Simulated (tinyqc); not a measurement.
Blur against noise: chemically amplified photoresist: aerial image, acid generation, bake, development and line width. Computed by tinyqc, a small Python program. Command: `OMP_NUM_THREADS=1 python tinyqc.py 3024045 3024046 out.jsonl resist walk`. One thread of a shared host (Intel(R) Xeon(R) Processor @ 2.30GHz), about 0.03 s of CPU time with the checks.

Lines and spaces of pitch p with a two-beam-like image; x = 0 is the middle of the bright space. The resist is positive and treated as uniform in depth.

Inputs (values chosen for the exercise, for a model resist at 248 nm): pitch p = 300 nm; image contrast c = 0.76; mean dose E = 10.2 mJ/cm^2; Dill parameter C = 0.043 cm^2/mJ; bake time t = 60 s; photon energy = 5 eV; absorption coefficient alpha = 0.58 1/um.

Method:
- Dose E(x) = E [1 + c cos(2 pi x/p)]; acid h = 1 - exp(-C E(x)).
- Bake: the acid image is blurred by a Gaussian of variance sigma^2 = 2 D t (each Fourier term k of h, taken on 64 points, is multiplied by exp(-4 pi^2 k^2 D t/p^2)).
- For each sigma the edge is held at x = p/4; N is taken at the mean dose; edge noise = (dh/d ln E)/(sqrt(N V) |dh/dx|), both derivatives taken of the blurred acid, V = (2 sqrt(pi) sigma)^3, N = E alpha/(photon energy), 1 mJ/cm^2 = 62.41509 eV/nm^2.

Trade-off:
```
sigma/p  sigma (nm)  blur factor  photons in V  edge noise (nm)
0.02              6      0.99214    7.1059e+02           2.3661
0.04             12      0.96891    5.6847e+03           0.8472
0.07             21      0.90781    3.0466e+04           0.3809
0.10             30      0.82087    8.8823e+04           0.2401
0.14             42      0.67917    2.4373e+05           0.1703
0.18             54      0.52753    5.1802e+05           0.1481
0.22             66      0.38467    9.4579e+05           0.1494
0.27             81      0.23717    1.7483e+06           0.1778
0.33             99      0.11653    3.1920e+06           0.2677
```

What follows from these numbers?

The noise is least near sigma/p = 0.18 among these rows. More diffusion averages over more photons (noise falls as sigma^(-3/2)) until it erases the image slope (factor exp(-2 pi^2 sigma^2/p^2)); for a pure cosine the two balance at sigma/p = sqrt(3/8)/pi = 0.195. Caution: for a film thinner than the blur the noise falls as 1/sigma only, and the optimum moves to sigma/p = 1/(2 pi) = 0.159.

Extremes, crossings and ranges named in words are read from the listed rows.
